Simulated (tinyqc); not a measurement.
# Trap-assisted generation and recombination current of an abrupt junction, step by step

A worked calculation. Computed by tinyqc, a small Python program that keeps every step. Command: `OMP_NUM_THREADS=1 python tinyqc.py 3012677 3012678 out.jsonl junctionleak walk`. One thread of a shared host (Intel(R) Xeon(R) Processor @ 2.30GHz), about 0.01 s of CPU time with the checks. Intermediate numbers are printed to about 6 digits and carried at full precision; extremes and crossings named in words are read from the listed rows.

Depletion approximation, flat quasi-Fermi levels across the depleted layer, long neutral regions with minority lifetimes tau_n and tau_p, full ionisation and Boltzmann statistics. Voltages in exponents stand for e V.

Inputs (values chosen for the exercise, with bands and screening modelled on InP):
```
quantity                              value    unit
gap E_g                                1.37      eV
electron mass m_e                     0.081     m_0
valleys M_c                               1       -
hole mass m_h                         0.599     m_0
dielectric constant eps                12.7       -
acceptor density N_A                6.5e+15   cm^-3
donor density N_D                   3.7e+18   cm^-3
capture time tau_n                  2.3e-06       s
capture time tau_p                  1.5e-08       s
trap level E_t - E_i                  0.044      eV
electron diffusion coefficient D_n      7.2  cm^2/s
hole diffusion coefficient D_p          1.6  cm^2/s
forward bias V                         0.39       V
reverse bias V_r                       0.74       V
temperature T                           300       K
```

Field enhancement: none.

Constants: k_B = 8.617333262e-05 eV/K; m_0 = 9.1093837015e-31 kg; k_B = 1.380649e-23 J/K; h = 6.62607015e-34 J s; e = 1.602176634e-19 C; eps_0 = 8.8541878128e-12 F/m.

## Built-in voltage and diffusion current

N_c = 2 M_c (2 pi m_e k_B T/h^2)^(3/2) and N_v = 2 (2 pi m_h k_B T/h^2)^(3/2), masses in units of m_0. n_i = sqrt(N_c N_v) exp(-E_g/2 k_B T); V_bi = (k_B T/e) ln(N_A N_D/n_i^2); diffusion saturation current J_d0 = e n_i^2 [sqrt(D_n/tau_n)/N_A + sqrt(D_p/tau_p)/N_D].

k_B T = 0.0258520 eV

n_i = 8.06329e+06 cm^-3

V_bi = 1.22434 V

J_d0 = 2.86454e-18 A/cm^2

Caution: one side is doped near or above its effective density of states, so Boltzmann statistics understate V_bi.

## Depleted layer under reverse bias

W = sqrt(2 eps eps_0 (V_bi - V)(1/N_A + 1/N_D)/e), x_p = W N_D/(N_A + N_D), x_n = W - x_p, peak field F_m = 2 (V_bi - V)/W; reverse bias means V = -V_r.

W = 651.883 nm

x_p = 650.739 nm

x_n = 1.14319 nm

peak field F_m = 60266.8 V/cm

## Generation across the layer

Potential from the p edge: phi = (V_bi - V) x^2/(x_p W) on the p side and (V_bi - V)[1 - (W - x)^2/(x_n W)] on the n side; p = N_A exp(-phi/k_B T), n = n_i^2 exp(V/k_B T)/p; U = (n p - n_i^2)/[tau_p (n + n_i exp(dE/k_B T)) + tau_n (p + n_i exp(-dE/k_B T))], dE = E_t - E_i, n1 = n_i exp(dE/k_B T), p1 = n_i exp(-dE/k_B T); J_t = e int U dx by the trapezoid rule on 400 intervals on each side.

Profile under reverse bias:
```
x (nm)   F (V/cm)    n (cm^-3)    p (cm^-3)  generation -U (cm^-3 s^-1)
32.537     3013.3  4.47726e-15  5.37724e+15                 5.25700e+03
97.611     9040.0  2.04101e-14  1.17958e+15                 2.39647e+04
195.222   18080.1  3.41514e-12  7.04957e+12                 4.00990e+06
325.370   30133.4  6.36908e-07  3.78003e+07                 7.14584e+11
455.518   42186.8  5.12954e+01  4.69347e-01                 1.60749e+13
585.665   54240.2  1.78408e+12  1.34946e-11                 2.42915e+09
650.739   60266.8  3.23841e+18  7.43431e-18                 1.33845e+03
651.079   42337.5  3.46451e+18  6.94912e-18                 1.25110e+03
651.537   18230.7  3.65516e+18  6.58667e-18                 1.18584e+03
651.823    3164.0  3.69864e+18  6.50923e-18                 1.17190e+03
```

## Reverse current

Generation lifetime tau_g = tau_p exp(dE/k_B T) + tau_n exp(-dE/k_B T); textbook estimate e n_i W/tau_g; generation current J_g = -J_t; total = J_g + J_d0 (1 - exp(-V_r/k_B T)).

generation current = 4.93547e-11 A/cm^2

tau_g = 5.01608e-07 s

estimate e n_i W/tau_g = 1.67891e-10 A/cm^2

total reverse current = 4.93547e-11 A/cm^2

The integral is 0.294 times the estimate, since near the edges n or p exceeds n_i and stops generation. Generation carries 100.0 % of the reverse current.

## Forward current and ideality

Total J = J_t + J_d0 (exp(V/k_B T) - 1); ideality n = (e/k_B T) dV/d ln J, central difference of 1 mV.

recombination current in the layer = 1.96486e-08 A/cm^2

total forward current = 1.96588e-08 A/cm^2

ideality factor = 1.93462

## Which current rules in forward bias

J_d = J_d0 (exp(V/k_B T) - 1). Ideality n = (e/k_B T) dV/d ln J, central difference of 1 mV. The rows stop just below the bias where n = 0.1 p or tau_p n = 0.1 tau_n p at the p edge, or the like at the n edge.

Forward characteristic:
```
V (V)  J_t (A/cm^2)  J_d (A/cm^2)  ideality of J_t  ideality of the sum
0.20    4.39390e-10   6.55718e-15          1.91437              1.91435
0.31    3.97769e-09   4.62193e-13          1.93816              1.93795
0.43    4.37274e-08   4.79443e-11          1.93265              1.93068
0.54    3.97639e-07   3.37797e-09          1.92152              1.90672
0.65    3.67325e-06   2.37999e-07          1.90503              1.80559
0.77    4.27257e-05   2.46880e-05          1.87579              1.42027
0.88    4.24128e-04   1.73942e-03          1.82716              1.09739
1.00    5.72592e-03   1.80433e-01          1.73412              1.01319
```

Diffusion overtakes recombination between 0.77 and 0.88 V, and the ideality of the sum goes from 1.91 to 1.01, with a maximum of 1.94 at 0.31 V. The ideality of J_t alone lies between 1.73 and 1.94; it stays below 2 because the zone where n and p are alike widens as the field falls, and at the lowest bias the terms in n1 and p1 lower it too.

## Leakage against temperature

The gap, capture times and diffusion coefficients are held fixed. J_g = -J_t at V = -V_r. The last column is -k_B d ln(J_g + J_d0)/d(1/T) from this row and the one above.

Reverse current:
```
T (K)  generation (A/cm^2)  diffusion (A/cm^2)  activation energy (eV)
240            5.64724e-14         2.58570e-24                       -
270            2.43969e-12         5.78844e-21                0.700959
300            4.93547e-11         2.86454e-18                0.699670
340            1.20002e-09         2.12703e-15                0.701211
380            1.51226e-08         4.07664e-13                0.705279
420            1.19540e-07         2.95903e-11                0.710934
480            1.43277e-06         5.01228e-09                0.720079
```

The activation energy goes from 0.701 to 0.720 eV. Generation alone gives about E_g/2 + dE if tau_p exp(dE/k_B T) exceeds tau_n exp(-dE/k_B T), else E_g/2 - dE, here 0.641 eV, plus 1.5 k_B T and diffusion E_g = 1.37 eV plus 3 k_B T; generation rules in every row.

Checks made by the program: the integral with twice the points (relative difference below 1e-10); the forward integral with twice the points (relative difference below 1e-10).
